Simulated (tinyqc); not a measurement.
Vacuum evaporation: vapour pressure, source flux, thickness distribution, purity and step coverage: one step, computed by the program tinyqc.

Molecular flow, unit sticking of the metal, no re-evaporation. The background gas is taken as water vapour (18.015 g/mol, collision diameter 0.37 nm) at 300 K.

Problem. Scattering and purity. Mean free path lambda = k_B T_g/(sqrt2 pi d^2 p); unscattered share exp(-h/lambda); gas arrival p/sqrt(2 pi m_g k_B T_g); impurity ratio = sticking x gas arrival/metal arrival; monolayer time = 1e15 cm^-2/(sticking x gas arrival).

Inputs (values chosen for the exercise, modelled on silver, with constants for the liquid): source temperature T = 1210 K; source-to-wafer distance h = 43 cm; background pressure p = 2e-07 Pa; sticking of background gas = 0.8.

arrival rate at the centre = 1.123507e+14 1/(cm^2 s)

Constants: k_B = 1.380649e-23 J/K; u = 1.6605390666e-27 kg.

Give: mean free path; unscattered share; gas arrival rate; impurity ratio; monolayer time.

Solution.

mean free path = 34049 m

unscattered share = 0.99999

gas arrival rate = 7.1680e+11 1/(cm^2 s)

impurity ratio = 0.0051040

monolayer time = 1743.9 s
